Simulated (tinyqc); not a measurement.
Weibull analysis of times to dielectric breakdown, with area scaling: one step of the calculation.

Breakdown times follow F(t) = 1 - exp(-(t/t63)^beta). The 9 times below were drawn at random from beta = 2.3, t63 = 25 s and are treated as data; all samples failed.

Question. Scale parameter and projection to the product. t63 = (mean of t^beta)^(1/beta). Defects are spread at random, so -ln(1 - F) is proportional to the area: t63(A2) = t63 (A1/A2)^(1/beta), and the time to the share Fp is t63(A2) (-ln(1 - Fp))^(1/beta).

Inputs (values chosen for the exercise):
- A1 = 2600 um^2 (area of a test capacitor)
- A2 = 1.1e6 um^2 (gate area of the product)
- Fp = 1e-6 (allowed share of failed products)
- beta = 2.3 (Weibull slope)

t, i 1 to 9 (s): 8.42  8.69  15.7  17.1  19.9  21.9  22  22.7  27.6
converged beta = 3.5024357

Find: t63; t63 of the product; time to Fp; decades lost against t63.

Answer.

t63 = 20.317 s
t63 of the product = 3.6139 s
time to Fp = 0.069965 s
decades lost against t63 = 2.4630

The straight-line values give 0.00738 s for the time to Fp and the values that made the data 0.00444 s: with 9 samples beta is uncertain by about 0.78/sqrt(n) = 26 %, and the projection hangs on 1/beta.

tinyqc, about 0.01 s, one thread, Intel Xeon 2.30GHz (shared host): `OMP_NUM_THREADS=1 python tinyqc.py 2070004 2070005 out.jsonl`
